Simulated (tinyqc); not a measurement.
FinFET, parasitic resistance, capacitance and delay: two steps of the calculation.

Nf fins under one contact; each has gated perimeter p = 2 Hf + Wf and cross-section A = Hf Wf; contact width Wc = Nf pf, stack height Hs = Hf. Contact length Lc = CPP - Lg - 2 Lsp, shared by two neighbouring gates. Source and drain sides are equal. The formulas are first-order estimates, not field solutions.

Inputs (values chosen for the exercise); values close to those of silicon logic devices: number of fins Nf = 4; fin height Hf = 55 nm; fin width Wf = 6 nm; fin pitch pf = 34 nm; gate length Lg = 18 nm; spacer length Lsp = 5 nm; relative permittivity of the spacer ks = 7; gate height above the channel stack Hc = 15 nm; gate overlap Lov = 2 nm; inversion capacitance Cinv = 2.6 uF/cm^2; wire load Cw = 0.15 fF; supply voltage Vdd = 0.6 V.

Constants: eps0 = 8.8541878128e-12 F/m. Results are converted to the units shown.

Problem 1. Capacitances. With N fins: gate Cg = Cinv p N Lg; per side, plate Cp = ks eps0 [Wc (Hs + Hc) - N A]/Lsp, top fringe Cf = (2/pi) ks eps0 Wc ln(1 + Lg/(2 Lsp)), overlap Co = Cinv p N Lov. Cs = Cp + Cf + Co. An inverter of two such devices driving an equal one has the load CL = 2 (Cg + 2 Cs) + 4 Cs + Cw (its own drains counted twice for the Miller effect).

Wanted: Cg; Cp; Cf; Co; CL.

Solution 1.

Cg = 217.2 aF
Cp = 101.6 aF
Cf = 5.525 aF
Co = 24.13 aF
CL = 1635 aF

The channel capacitance gives 26.6 % of CL, the parasitic parts 64.3 % and the wire 9.18 %.

Problem 2. Effective current, delay and energy. Ieff = (IH + IL)/2, delay CL Vdd/(2 Ieff), energy CL Vdd^2, with CL the load of an inverter that drives an equal one.

IH = I(Vdd, Vdd/2) = 479.56484 uA
IL = I(Vdd/2, Vdd), solved likewise = 182.98758 uA
CL = 1634.6977 aF

Find: Ieff; delay; energy.

Solution 2.

Ieff = 331.3 uA
delay = 1.480 ps
energy = 588.5 aJ

Numbers from tinyqc (`OMP_NUM_THREADS=1 python tinyqc.py 2170054 2170055 out.jsonl`; about 0.04 s on one thread of a shared Intel Xeon 2.30GHz).
